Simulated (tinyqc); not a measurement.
## Donor binding, ionisation and the Mott limit: Freeze-out

Hydrogenic donor: Ry = (m0 q^3/(8 eps0^2 h^2)) me/eps_r^2 in eV, E0 = cc Ry, radius a = q/(8 pi eps0 eps_r E0), Mott density Nm = (0.26/a)^3. Below Nm the level sinks as Ed = E0 [1 - (N/Nm)^(1/3)]. Neutrality: Nc F12(eta) = N/(1 + 2 exp(eta + Ed/kB T)), F12(x) = (2/sqrt(pi)) int_0^infinity sqrt(u)/(1 + exp(u - x)) du.

Nc is given at 300 K and scales as T^1.5.

Parameters, values chosen for the exercise; band and dielectric values close to those of silicon: relative permittivity eps_r = 11.6; mass in the hydrogenic formula, set independently of Nc me = 0.263 m0; conduction-band density of states at 300 K Nc = 2.75e19 cm^-3; ratio of the true binding energy to the hydrogenic one cc = 1.2; donor density N = 3.8e17 cm^-3.

Constants: q = 1.602176634e-19 C, kB = 1.380649e-23 J/K, eps0 = 8.8541878128e-12 F/m, h = 6.62607015e-34 J s, m0 = 9.1093837015e-31 kg, Vt = kB T/q. Results are converted to the units shown.

Freeze-out:

| T (K) | eta | n (cm^-3) | ionised (%) | ln(n/T^0.75) |
|---|---|---|---|---|
| 30 | -3.615 | 2.319e16 | 6.102 | 35.13 |
| 45 | -3.050 | 7.439e16 | 19.58 | 35.99 |
| 60 | -2.900 | 1.328e17 | 34.95 | 36.36 |
| 80 | -2.921 | 2.002e17 | 52.68 | 36.55 |
| 110 | -3.110 | 2.682e17 | 70.57 | 36.60 |
| 150 | -3.416 | 3.157e17 | 83.09 | 36.54 |
| 220 | -3.894 | 3.492e17 | 91.90 | 36.35 |
| 300 | -4.323 | 3.630e17 | 95.54 | 36.16 |
| 400 | -4.737 | 3.701e17 | 97.39 | 35.96 |

What does the table show?

The ionised share rises from 6.10 to 97.4 %. Between the first two rows ln(n/T^0.75) has the slope -6.68 meV against q/kB T; deep freeze-out without compensation gives -Ed/2 = -7.31 meV, a limit that these rows do not reach, since a large share is already ionised.

Range of the model: A sharp level with degeneracy 2 overstates freeze-out near Nm, where the impurity band broadens and merges with the conduction band.

tinyqc, about 0.01 s, one thread, Intel Xeon 2.30GHz (shared host): `OMP_NUM_THREADS=1 python tinyqc.py 2330027 2330028 out.jsonl`
